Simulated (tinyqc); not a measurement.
# Trap density from two Hall measurements

Inverse problem. p-type body, charge-sheet picture, full ionisation (an idealisation for deep acceptors), Boltzmann statistics for free electrons. e = Ec - EF at the surface. psi = Eg - Vt ln(Nv/Na) - e; N_dep = sqrt(2 eps0 eps_r Na (psi - Vt)/q); n_f = sqrt(N_dep^2 + 2 eps0 eps_r Vt Nc exp(-e/Vt)/q) - N_dep; Vg = Vfb + psi + q (N_dep + n_t + n_f)/Cox, Cox = eps0 eox/tox. Find e and n_t at both points and the mean trap density between them.

Values chosen for this exercise; band and dielectric values close to those of 4H silicon carbide: temperature T = 250 K; band gap Eg = 3.22 eV; relative permittivity eps_r = 9.53; conduction-band density of states at T Nc = 1.29e19 cm^-3; valence-band density of states at T Nv = 1.92e19 cm^-3; relative permittivity of the insulator eox = 3.9; insulator thickness tox = 40 nm; acceptor density Na = 9.6e15 cm^-3; flat-band voltage without trapped charge Vfb = -2.51 V.

Constants: q = 1.602176634e-19 C, kB = 1.380649e-23 J/K, Vt = kB T/q, eps0 = 8.8541878128e-14 F/cm where lengths are in cm. Results are converted to the units shown.

Vg (V): 3.3868382  5.7898252
free sheet density from the Hall effect (cm^-2): 4.4496521e9  9.5412903e10

Solution. Each n_f fixes e; what the gate voltage holds beyond psi, N_dep and n_f is trapped; the difference quotient is the density, smeared over a few Vt.

e (eV): 0.138  0.0700
n_t (cm^-2): 1.06e12  2.22e12
mean trap density = 1.71e13 cm^-2 eV^-1

Program tinyqc, `OMP_NUM_THREADS=1 python tinyqc.py 2222097 2222098 out.jsonl`; Intel Xeon 2.30GHz, shared host, one thread, about 0.02 s.
